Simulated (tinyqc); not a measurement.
What each parameter does: inter-valley coupling by envelope functions against a chain of atomic planes.

Chain: E(phi) = e0 + 2 v cos(phi) + 2 u cos(2 phi), cos(phi0) = -v/(4u), e0 = 2u + v^2/(4u); plane j = 0, 1, ... has the potential V_j = dE x_j + F (j - 30) a/4 (1 MV/m = 1e-4 V/angstrom). There are 30 barrier planes a side; with y = j - 29.5, x_j = xb (f(y) + f(Nw - y)), f(y) = 1/(1 + exp(y/L)), plus any Ge added in the well. The valley splitting is the spacing of the two lowest levels. Envelope theory: F_j solves a one-valley chain with hopping -b and diagonal 2b + V_j, b = 4u sin^2(phi0), sum F_j^2 = 1; the valleys couple by Dv = sum_j F_j^2 V_j exp(-2 i phi0 j) and split by 2|Dv|.

Parameters, chosen for this exercise (near those of the Delta valleys of silicon in a SiGe well; not measured data): a = 5.431 angstrom (lattice constant; planes lie a/4 apart); u = 0.608 eV (second-neighbour hopping); v = 0.591 eV (nearest hopping); Nw = 64 (planes in the well); L = 1.25 planes (interface width); xb = 0.23 (Ge fraction of the barriers); dE = 0.65 eV (offset per unit Ge fraction); F = 8 MV/m (field); js = 73 (plane j of a Ge spike (the well starts at j = 30)); xs = 0.1 (Ge fraction added on that plane).

Chain with the spike on plane js.

One parameter was then changed.

Results before and after:

| case | level (meV) | splitting (micro-eV) |
|---|---|---|
| base | 28.606 | 133.3 |
| changed | 32.713 | 68.7 |

Which of these changes was made? (a) xb = 0.28; (b) L = 1.75 planes; (c) F = 10 MV/m; (d) dE = 0.715 eV; (e) Nw = 70; (f) xs = 0.13; (g) js = 76.

Answer: (c) F = 10 MV/m. Of the candidates, run in turn, only this one gives the changed row.

All candidates:

| case | level (meV) | splitting (micro-eV) |
|---|---|---|
| base | 28.606 | 133.3 |
| Nw = 70 | 28.604 | 134.3 |
| L = 1.75 planes | 29.403 | 152.1 |
| xb = 0.28 | 29.166 | 147.6 |
| dE = 0.715 eV | 28.889 | 150.8 |
| F = 10 MV/m | 32.713 | 68.7 |
| js = 76 | 28.575 | 71.4 |
| xs = 0.13 | 28.620 | 162.1 |

tinyqc: `OMP_NUM_THREADS=1 python tinyqc.py 1481743 1481744 out.jsonl`; about 0.1 s, one thread, shared Intel(R) Xeon(R) Processor @ 2.30GHz.
